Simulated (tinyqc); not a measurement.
Worked calculation: electron mobility of a polar semiconductor by Rode's iterative solution of the Boltzmann equation. Computed by tinyqc, a small Python program that keeps every step. Command: `OMP_NUM_THREADS=1 python tinyqc.py 3005507 3005508 out.jsonl rode walk`. One thread of a shared host (Intel(R) Xeon(R) Processor @ 2.30GHz), about 0.01 s of CPU time with the checks. Intermediate numbers are printed to about 6 digits and carried at full precision; extremes and crossings named in words are read from the listed rows.

The distribution is f(E) + e F l(E) (-df/dE) cos(theta) for a weak field F, theta counted from the force; l(E) is a mean free path. Elastic processes enter by their momentum rate, polar optical phonons by out- and in-scattering terms. One valley only: where upper valleys lie close, measured mobilities are lower. The density n is prescribed, even where a narrow-gap material would have more intrinsic carriers.

Inputs (values chosen for the exercise, modelled on GaSb):
```
quantity                               value    unit
effective mass m                      0.0408     m_0
non-parabolicity alpha                   1.2    1/eV
static permittivity eps_s               15.7       -
high-frequency permittivity eps_inf     14.4       -
density rho                             5610  kg/m^3
sound velocity v_l                      4290     m/s
acoustic deformation potential D_A       7.1      eV
optical phonon energy hbar w            30.1     meV
electron density n                   2.2e+15  1/cm^3
compensation ratio C                       0       -
temperature T                            400       K
grid points per phonon energy s           10       -
iteration cap                            200       -
```

Band: Kane. Elastic processes: acoustic, impurity.

Constants: k_B = 8.617333262e-05 eV/K; m_0 = 9.1093837015e-31 kg; e = 1.602176634e-19 C; hbar = 1.054571817e-34 J s; eps_0 = 8.8541878128e-12 F/m; k_B = 1.380649e-23 J/K; hbar = 6.582119569e-16 eV s.

## Fermi level and screening

Kane band: hbar^2 k^2/(2 m) = E (1 + alpha E), speed v = hbar k/(m (1 + 2 alpha E)), states per spin, volume and energy g(E) = m k (1 + 2 alpha E)/(2 pi^2 hbar^2); overlap factors are set to 1. Masses are multiplied by m_0 and all formulas are in SI units. The reduced Fermi level eta = E_F/(k_B T) solves n = 2 Z int g f dE with f = 1/(1 + exp(x - eta)) (Z = 1 unless valleys are given); screening length L_s = sqrt(eps_s eps_0 k_B T/(e^2 dn/deta)), dn/deta = 2 Z int g f (1 - f) dE. Integrals over x = E/(k_B T) use 160 Gauss-Legendre points in u = sqrt(x) from 0 to sqrt(max(eta, 0) + 32). N_I = n (1 + C)/(1 - C).

reduced Fermi level eta = -5.12180

screening length L_s = 116.707 nm

ionised impurity density N_I = 2.20e+15 1/cm^3

## Rates on one ladder of the grid

Phonon occupation N_q = 1/(exp(hbar w/(k_B T)) - 1). Acoustic deformation potential (elastic, equipartition, absorption and emission together): 1/tau = 2 pi k_B T D_A^2 g(E)/(hbar rho v_l^2). Singly charged impurities, momentum relaxation: 1/tau = N_I e^4 m (1 + 2 alpha E) Phi/(8 pi (eps_s eps_0)^2 hbar^3 k^3), with alpha = 0 for a parabolic band. Brooks-Herring: Phi = ln(1 + b) - b/(1 + b), b = 4 k^2 L_s^2. Polar optical, unscreened: W = e^2 w (1/eps_inf - 1/eps_s) m (1 + 2 alpha E') ln|(k + k')/(k - k')| / (4 pi eps_0 hbar^2 k), times N_q for absorption (E' = E + hbar w) and N_q + 1 for emission (E' = E - hbar w > 0), with alpha = 0 for a parabolic band; mean cosine of the angle <cos> = (k^2 + k'^2)/(2 k k') - 1/ln|(k + k')/(k - k')|. Energy grid E_j = (j + 1/2) hbar w/s, j = 0, 1, ..., up to (max(eta, 0) + 18) k_B T, so that E_j +/- hbar w are grid points; l = 0 beyond the grid; integrals are sums times the spacing. With f' = f(E'): out-scattering S_o = sum over absorption and emission of W (1 - f')/(1 - f); nu = sum of elastic rates; the in-scattering weights are c+ = W_abs <cos> (1 - f')/(1 - f) for E' = E + hbar w and c- likewise for emission.

Points j = s/2, s/2 + s, ... (the first seven rungs, or as many as the grid holds), rates in 1e12/s:
```
E (meV)  v (m/s)        nu      S_o        c+       c-
16.555    366953  0.336074  1.61592  0.648410  0.00000
46.655    586111  0.238774  3.62754  0.822275  0.84629
76.755    717880  0.278937  4.07742  0.878839  1.41494
106.855   811419  0.335334  4.18525  0.907589  1.65273
136.955   882473  0.397846  4.22689  0.926208  1.78642
167.055   938606  0.464419  4.25055  0.940281  1.87554
197.155   984143  0.534493  4.26921  0.952021  1.94191
```

Points one phonon energy apart are coupled only to each other, so the grid falls into s independent ladders.

## The first two iterations on one ladder of the grid

Iteration: l_new(E) = [v(E) + c+ l(E + hbar w) + c- l(E - hbar w)]/(nu + S_o), from l = 0.

l after iteration 1 (nm): 187.989  151.594  164.789  179.494  190.816  199.069  204.872

l after iteration 2 (all rungs but the last shown) (nm): 238.345  227.790  250.238  278.051  300.018  315.830

In-scattering lengthens l on the lowest rung by 26.8 % and on the second by 50.3 % in this step.

## The whole iteration

mu = e sum g v l f (1 - f) / (3 k_B T sum g f) over the grid; stop when mu changes by less than 1e-8 of itself.

Course of the iteration:
```
iteration  mu (cm^2/(V s))  relative change
1                   9694.2      1.00000e+00
2                  14154.1      3.15100e-01
3                  16393.8      1.36617e-01
4                  17504.7      6.34648e-02
5                  18076.8      3.16440e-02
6                  18368.5      1.58799e-02
7                  18520.9      8.23046e-03
...                    ...              ...
23                 18688.4      3.65905e-07
24                 18688.4      1.98372e-07
25                 18688.4      1.08186e-07
26                 18688.4      5.87744e-08
27                 18688.4      3.21064e-08
28                 18688.4      1.74736e-08
29                 18688.4      9.55869e-09
```

mobility mu = 18688.4 cm^2/(V s)

iterations = 29

Converged in 29 iterations; mu rises at every step, from 9694 to 18690, since each step returns more of the forward-scattered current.

## Approximations against the iterative solution

Self-energy RTA: l = v/(nu + S_o), the first iteration. Momentum RTA: l = v/(nu + S_o - c+ v(E + hbar w)/v - c- v(E - hbar w)/v), listed only where the denominator is positive on the whole grid. The polar-only value solves the same system with nu = 0; the elastic value takes l = v/nu.

Mobilities:
```
method                              mu (cm^2/(V s))  deviation (%)
iterative solution                            18688          0.000
self-energy RTA                                9694        -48.127
momentum RTA                                  19598          4.866
polar phonons alone, exact                    22818         22.094
elastic processes alone                      118407        533.586
Matthiessen's rule on the last two            19131          2.368
```

self-energy RTA mobility = 9694.17 cm^2/(V s)

polar-phonon mobility = 22817.5 cm^2/(V s)

elastic mobility = 118407 cm^2/(V s)

error of the self-energy RTA = -48.1274 %

The self-energy RTA is 48.1 % low: it counts every polar event as a full loss of current, though forward events keep part of it. Here hbar w/k_B T = 0.87. Matthiessen's rule is 2.4 % high. The momentum RTA deviates by +4.9 %.

Checks made by the program: iterated mobility against a direct solution of the banded linear system (relative difference 1e-08).
